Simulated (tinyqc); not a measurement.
# Bias-temperature instability, empirical power law with universal recovery: effects of single changes

Threshold-voltage shift at the end of a stress: dV = A (V/V0)^g exp[-(Ea q/kB)(1/T - 1/T0)] (t/1 s)^n. After a delay tr the permanent share pp stays and the rest falls by r = 1/(1 + B (tr/t)^be). An empirical model: its parameters are fits, not properties.

Parameters, values chosen for the exercise: reference stress voltage V0 = 1.2 V; reference temperature T0 = 373 K; shift after 1 s at V0 and T0 A = 5.7 mV; time exponent n = 0.2; voltage exponent g = 6.6; apparent activation energy of the shift Ea = 0.17 eV; permanent share pp = 0.13; recovery scale B = 2; recovery dispersion be = 0.24; use voltage V = 0.76 V; use temperature T = 378 K; failure criterion dc = 70 mV; stress time ts = 100 s.

Constants: q = 1.602176634e-19 C, kB = 1.380649e-23 J/K. Results are converted to the units shown.

Each table varies one quantity; the others keep the values above.

## Effect of the time exponent at a fixed measured point

The lifetime solves dV = dc; ten years are 3.15576e8 s. A is rescaled so that the shift at ts, V0 and T0 stays the same.

Result of one run:
```
nx	A (mV)	shift after ten years (mV)	lifetime (years)
0.3	3.596	67.11	11.51
```

What becomes of these results when the assumed time exponent nx is changed from 0.3 to 0.175, all else the same?

Result of the changed run:
```
nx	A (mV)	shift after ten years (mV)	lifetime (years)
0.175	6.396	10.34	5.585e5
```

The whole series:
```
nx	A (mV)	shift after ten years (mV)	lifetime (years)
0.1	9.034	3.365	1.519e14
0.125	8.051	4.891	1.760e10
0.15	7.176	7.110	4.182e7
0.175	6.396	10.34	5.585e5
0.2	5.700	15.03	2.194e4
0.225	5.080	21.84	1770
0.25	4.528	31.75	236.1
0.275	4.035	46.16	45.45
0.3	3.596	67.11	11.51
```

The ten-year shift rises from 3.36 to 67.1 mV and the lifetime falls from 1.52e14 to 11.5 years: an error of 0.025 in the exponent changes the shift by a factor of 1.45 over the 6.50 decades from ts to ten years. For nx = 0.1, 0.125, 0.15, 0.175, 0.2, 0.225 the lifetime is a formal extrapolation far beyond any test.

## Effect of the measurement delay

Same model as above.

At V0 and T0. The apparent n comes from the measured shifts at ts/100 and ts, and the projection extends that line from ts to ten years (3.15576e8 s).

The same in every row: true shift (mV) = 285.6.

Effect of the measurement delay:
```
tr (s)	share left at ts	apparent n	projected shift (mV)
1e-6	0.9796	0.2087	318.6
1e-5	0.9651	0.2146	342.7
0.0001	0.9411	0.2238	383.5
0.001	0.9025	0.2373	450.6
0.01	0.8435	0.2555	552.4
0.1	0.7599	0.2764	681.0
1	0.6534	0.2960	784.4
10	0.5345	0.3084	773.3
```

Read the table: what changes, and by how much?

The share left falls from 0.980 to 0.534 and the apparent n rises from 0.209 to 0.308. The projection is 12 % above the true ten-year shift in the first row and 2.71 times it in the last: a lower start and a steeper slope work against each other.

Computed by the program tinyqc: `OMP_NUM_THREADS=1 python tinyqc.py 2070010 2070011 out.jsonl`, one thread of a shared Intel Xeon 2.30GHz, about 0.01 s for the whole run.
